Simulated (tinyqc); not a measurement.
# Changing the incident fluence

Model: millisecond and nanosecond annealing: surface heating, thermal budget and solid-phase regrowth. Computed by tinyqc, a small Python program. Command: `OMP_NUM_THREADS=1 python tinyqc.py 3001876 3001877 out.jsonl flash sweep`. One thread of a shared host (Intel(R) Xeon(R) Processor @ 2.30GHz), about 0.04 s of CPU time with the checks.

A square pulse heats the surface of a thick wafer with constant thermal properties; losses by radiation are neglected and silicon melts at 1414 C.

Inputs (values chosen for the exercise, modelled on hot silicon with phosphorus):
```
quantity                      value        unit
pulse length t_p            0.00018           s
reflectance R                   0.6           -
thermal conductivity k         0.24    W/(cm K)
heat capacity per volume c     2.28  J/(cm^3 K)
preheat temperature T0          800           C
dopant prefactor D0             5.4      cm^2/s
dopant activation energy E     3.67          eV
regrowth prefactor v0       5.2e+08        cm/s
regrowth energy E_v            2.68          eV
amorphous layer                  20          nm
```

Source: scanned laser.

Constants: k_B = 8.617333262e-05 eV/K.

Method:
- Absorbed flux q = (1 - R) fluence/t_p; kappa = k/c. With f(z, t) = (2 q/k) sqrt(kappa t) ierfc(z/(2 sqrt(kappa t))), ierfc(x) = exp(-x^2)/sqrt(pi) - x erfc(x): T = T0 + f(z, t) during the pulse and T0 + f(z, t) - f(z, t - t_p) after it.
- At the surface the rise at the end of the pulse is 2 q sqrt(t_p/(pi k c)); the fluence that just melts the surface scales with (1414 - T0).
- Temperatures in kelvin are T(C) + 273.15.
- Integrate exp(-E/(k_B T(t))) at the surface from 0 to 10 t_p (Gauss-Legendre, 60 points in sqrt(t) up to t_p and 60 in sqrt(t - t_p) after it). (Dt) = D0 x integral with E; regrowth = v0 x integral with E_v; effective time = integral/exp(-E/(k_B T_peak)).

One run for each value; columns: (1) incident fluence (J/cm^2); (2) peak temperature (C); (3) diffusion length 2 sqrt(Dt) (nm); (4) possible regrowth (nm); (5) effective time over t_p:
```
(1)       (2)      (3)     (4)      (5)
6.30   1086.5  0.05698    59.1  0.33497
6.98   1117.4  0.07724    87.9  0.30671
7.67   1148.8  0.10443   131.1  0.28525
8.35   1179.7  0.13946   193.5  0.26893
9.03   1210.7  0.18468   283.4  0.25599
9.71   1241.6  0.24244   411.8  0.24553
10.40  1273.0  0.31672   596.0  0.23682
11.10  1304.8  0.41164   858.7  0.22948
11.80  1336.6  0.53031  1224.5  0.22335
```

Describe and explain the trends.

Over the rows, peak temperature (C) rises from 1090 to 1340 (exponent d ln y / d ln x 0.27 between the first rows and 0.39 between the last); diffusion length 2 sqrt(Dt) (nm) rises from 0.0570 to 0.530 (exponent d ln y / d ln x 3.0 between the first rows and 4.1 between the last); possible regrowth (nm) rises from 59.1 to 1220 (exponent d ln y / d ln x 3.9 between the first rows and 5.8 between the last). Regrowth rises by a factor 20.7 and (Dt) by 86.6: the process with the higher activation energy gains more from a hotter peak.

Caution (all rows): equilibrium diffusivities are used; implant damage enhances diffusion, and k and c vary with temperature. Caution (all rows): at this preheat temperature the layer would already regrow within five seconds or less before the pulse. Caution (rows 6.30, 6.98, 7.67, 8.35, 9.03): a diffusion length below the atomic spacing of 0.235 nm means about one jump per atom or fewer, so the profile does not change measurably. Caution (rows 8.35, 9.03, 9.71, 10.4, 11.1, 11.8): the peak lies above 1150 C, and amorphous silicon melts some 200 to 250 K below the crystal, so a layer that has not regrown before the peak may melt instead.

Extremes, crossings and ranges named in words are read from the listed rows.
